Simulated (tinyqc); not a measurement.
Worked calculation: exchange-only LDA atom on a uniform radial grid, spin-unpolarised, for B(2+). Computed by tinyqc, a small Python program that keeps every step. Settings: Z = 5, points = 192, R = 6.4, functional = Slater exchange alone, mixing = 1.0, iteration cap = 84. Command: `OMP_NUM_THREADS=1 python tinyqc.py 20072 20073 out.jsonl` (the two numbers bound the seeds that draw the settings). One thread of a shared host (Intel(R) Xeon(R) Processor @ 2.60GHz), about 0.1 s of CPU time with the checks. Later iterations appear only in the table of the cycle.

## Iteration 1

Spherical atom on a uniform radial grid r_j = j h with h = R/(N + 1), h sum u^2 = 1 and integrals as h times sums, u(0) = u(R) = 0 (atomic units):
```
parameter           value
Z                       5
points N              192
R                6.400000
h                0.033161
mixing           1.000000
electrons in 1s         2
electrons in 2s         1
```

Three-point differences turn -u''/2 + [l(l+1)/2r^2 - Z/r + V] u = e u into a tridiagonal matrix (diagonal 1/h^2 + potential, off-diagonal -1/2h^2). D = sum f u^2; the Hartree potential y/r solves y'' = -D/r with y(0) = 0, y(R) = N_e; v_xc comes from rho = D/(4 pi r^2); E = sum f e - int D V + int D (V_H/2 + eps_xc); V(new) = V + mixing (V_H + v_xc - V).

eigenvalues (hartree): 1s -12.41525, 2s -3.11965

Every 12th grid point:
```
r           V in     u(1s)      u(2s)         D      V_H      v_xc
0.39793  0.00000   1.21946    0.01001   2.97426  5.72011  -1.12593
0.79585  0.00000   0.33653   -0.84898   0.94726  3.39254  -0.48438
1.19378  0.00000   0.06965   -0.94702   0.90655  2.42482  -0.36428
1.59171  0.00000   0.01281   -0.70221   0.49343  1.86579  -0.24552
1.98964  0.00000   0.00221   -0.43359   0.18801  1.50403  -0.15339
2.38756  0.00000   0.00037   -0.24088   0.05803  1.25580  -0.09180
2.78549  0.00000   0.00006   -0.12488   0.01560  1.07688  -0.05346
3.18342  0.00000  9.29e-06   -0.06166   0.00380  0.94236  -0.03055
3.58135  0.00000  1.44e-06   -0.02935   0.00086  0.83767  -0.01722
3.97927  0.00000  2.21e-07   -0.01358   0.00018  0.75391  -0.00960
4.37720  0.00000  3.36e-08   -0.00615  3.78e-05  0.68537  -0.00531
4.77513  0.00000  5.05e-09   -0.00273  7.44e-06  0.62826  -0.00292
5.17306  0.00000  7.55e-10   -0.00119  1.41e-06  0.57993  -0.00159
5.57098  0.00000  1.12e-10   -0.00050  2.51e-07  0.53850  -0.00085
5.96891  0.00000  1.63e-11   -0.00019  3.46e-08  0.50260  -0.00042
6.36684  0.00000         0  -1.25e-05  1.55e-10  0.47119  -0.00007
```

total energy = -22.3114668 hartree

## Iteration 2

As before.

eigenvalues (hartree): 1s -7.04894, 2s -1.00510

Every 12th grid point:
```
r           V in     u(1s)     u(2s)         D      V_H      v_xc
0.39793  4.59419   1.24856   0.12240   3.13277  5.31628  -1.14558
0.79585  2.90816   0.45419  -0.47885   0.64188  3.16969  -0.42545
1.19378  2.06054   0.13304  -0.76810   0.62537  2.29342  -0.32187
1.59171  1.62027   0.03581  -0.78762   0.62291  1.80317  -0.26535
1.98964  1.35063   0.00921  -0.67402   0.45447  1.47805  -0.20586
2.38756  1.16400   0.00230  -0.52272   0.27325  1.24587  -0.15386
2.78549  1.02342   0.00056  -0.38136   0.14543  1.07327  -0.11251
3.18342  0.91181   0.00014  -0.26700   0.07129  0.94109  -0.08116
3.58135  0.82045  3.26e-05  -0.18148   0.03293  0.83724  -0.05800
3.97927  0.74430  7.75e-06  -0.12054   0.01453  0.75376  -0.04116
4.37720  0.68006  1.83e-06  -0.07846   0.00616  0.68533  -0.02901
4.77513  0.62534  4.31e-07  -0.04997   0.00250  0.62824  -0.02026
5.17306  0.57834  1.01e-07  -0.03079   0.00095  0.57993  -0.01391
5.57098  0.53765  2.35e-08  -0.01770   0.00031  0.53850  -0.00915
5.96891  0.50218  5.26e-09  -0.00827   0.00007  0.50260  -0.00526
6.36684  0.47113  2.76e-10  -0.00061  3.72e-07  0.47119  -0.00089
```

total energy = -22.7306260 hartree

## Iteration 3

As before.

eigenvalues (hartree): 1s -7.59621, 2s -1.11178

Every 12th grid point:
```
r           V in     u(1s)     u(2s)         D      V_H      v_xc
0.39793  4.17070   1.24489   0.10679   3.11091  5.36526  -1.14291
0.79585  2.74424   0.43220  -0.51471   0.63853  3.19019  -0.42471
1.19378  1.97155   0.11981  -0.79014   0.65303  2.30652  -0.32655
1.59171  1.53782   0.03055  -0.79052   0.62679  1.81059  -0.26590
1.98964  1.27219   0.00745  -0.66273   0.43932  1.48179  -0.20355
2.38756  1.09200   0.00176  -0.50356   0.25358  1.24760  -0.15008
2.78549  0.96076   0.00041  -0.35938   0.12915  1.07402  -0.10815
3.18342  0.85993   0.00009  -0.24561   0.06032  0.94140  -0.07676
3.58135  0.77924  2.13e-05  -0.16262   0.02644  0.83736  -0.05391
3.97927  0.71260  4.79e-06  -0.10505   0.01104  0.75381  -0.03755
4.37720  0.65631  1.07e-06  -0.06646   0.00442  0.68534  -0.02597
4.77513  0.60798  2.38e-07  -0.04114   0.00169  0.62825  -0.01780
5.17306  0.56601  5.27e-08  -0.02469   0.00061  0.57993  -0.01201
5.57098  0.52935  1.16e-08  -0.01388   0.00019  0.53850  -0.00778
5.96891  0.49734  2.46e-09  -0.00638  4.07e-05  0.50260  -0.00443
6.36684  0.47030  1.25e-10  -0.00047  2.19e-07  0.47119  -0.00074
```

total energy = -22.7379451 hartree

## Convergence

Stop when input and output potentials agree to 1e-7.

Course of the cycle (hartree):
```
iteration            E      e(1s)     e(2s)  largest |V(out) - V(in)|
1          -22.3114668  -12.41525  -3.11965                  7.26e+00
2          -22.7306260   -7.04894  -1.00510                  1.02e+00
3          -22.7379451   -7.59621  -1.11178                  1.49e-01
4          -22.7381035   -7.52238  -1.10070                  2.19e-02
5          -22.7381070   -7.53308  -1.10225                  3.23e-03
6          -22.7381070   -7.53152  -1.10203                  4.75e-04
7          -22.7381070   -7.53175  -1.10206                  7.00e-05
8          -22.7381070   -7.53171  -1.10206                  1.03e-05
9          -22.7381070   -7.53172  -1.10206                  1.52e-06
10         -22.7381070   -7.53172  -1.10206                  2.24e-07
11         -22.7381070   -7.53172  -1.10206                  3.29e-08
```

Converged in 11 iterations. A uniform grid resolves the cusp poorly: for a bare nucleus this grid gives 1s at -12.41525 against -Z^2/2 = -12.5 hartree. Before convergence this energy mixes input and output and is not variational, so it may rise towards its limit.
